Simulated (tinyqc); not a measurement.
Raising U: Hubbard ring of 6 sites, mean field against exact. Computed by the program tinyqc. 

one-body matrix (hopping and site energies) (eV):
```
,1,2,3,4,5,6
1,0.2400,-1.2000,0.0000,0.0000,0.0000,-1.2000
2,-1.2000,-0.4300,-1.2000,0.0000,0.0000,0.0000
3,0.0000,-1.2000,0.5000,-1.2000,0.0000,0.0000
4,0.0000,0.0000,-1.2000,0.1200,-1.2000,0.0000
5,0.0000,0.0000,0.0000,-1.2000,0.5400,-1.2000
6,-1.2000,0.0000,0.0000,0.0000,-1.2000,0.0800
```

electrons, up and down: 3  3

Collinear unrestricted mean field (the lowest of 40 random starts) against exact diagonalisation.

Exact and mean-field results (eV):
```
U,U/t,E exact,E mean field,mean |n_up - n_down|,"double occupancy, exact",first gap in the sector
0.6000,0.5000,-7.818924,-7.790554,0.0000,0.2398,2.2098
1.2000,1.0000,-6.988009,-6.872641,0.0000,0.2218,2.0193
2.4000,2.0000,-5.522589,-5.047997,0.0000,0.1851,1.6047
3.6000,3.0000,-4.324450,-3.388669,0.5359,0.1478,1.2309
4.8000,4.0000,-3.387566,-2.383231,0.7521,0.1133,0.9370
7.2000,6.0000,-2.142934,-1.298120,0.8900,0.0645,0.5863
9.6000,8.0000,-1.414791,-0.727924,0.9379,0.0394,0.4199
14.4000,12.0000,-0.632141,-0.143451,0.9723,0.0187,0.2725
24.0000,20.0000,0.026457,0.331412,0.9900,0.0070,0.1633
```

In absolute terms mean field is worst at U/t = 4.0, 1.004 eV too high: at small U it is nearly exact, and at large U it misses only exchange-scale energies. Its local moments set in at U/t = 3.0 of those listed, a broken symmetry that the exact state of a finite cluster with equal spins does not have. Relative to the exact energy its error is 0.4 % at the smallest U, 1153 % at most and 1153 % at the largest. The double occupancy falls from 0.240 to 0.007.
